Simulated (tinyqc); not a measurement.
Reflectance at normal incidence against thickness.

Normal incidence on air, film (n1) and substrate (N2 = n2 - i k2): r01 = (1 - n1)/(1 + n1), r12 = (n1 - N2)/(n1 + N2), amplitude (r01 + r12 X)/(1 + r01 r12 X), X = exp(-4 pi i n1 d/lam), R its squared modulus, phase from 0 to 360 degrees.

Values chosen for this exercise:
```
symbol  value  unit                                  meaning
lam     632.8    nm                               wavelength
n1      2.019                  index of the transparent film
n2      3.882                         index of the substrate
k2      0.019        extinction coefficient of the substrate
```

Reflectance at normal incidence against thickness:
```
d (nm)   R (%)  phase of the reflected amplitude (degrees)
0        34.85                                       179.8
20       31.14                                       161.8
40       20.45                                       141.9
60       6.410                                       120.3
80      0.1304                                       224.9
100      8.798                                       235.8
120      22.84                                       214.3
140      32.36                                       194.9
160      34.74                                       176.9
```

R goes from 34.9 through a minimum of 0.130 (at d = 80 nm among the rows listed) to 34.7 %. At a quarter wave, d = 78.4 nm, R = 0.0602 %; for a transparent substrate it would vanish for n1 = sqrt(n2) = 1.97.

Numbers from tinyqc (`OMP_NUM_THREADS=1 python tinyqc.py 2870181 2870182 out.jsonl`; about 0.7 s on one thread of a shared Intel Xeon 2.30GHz).
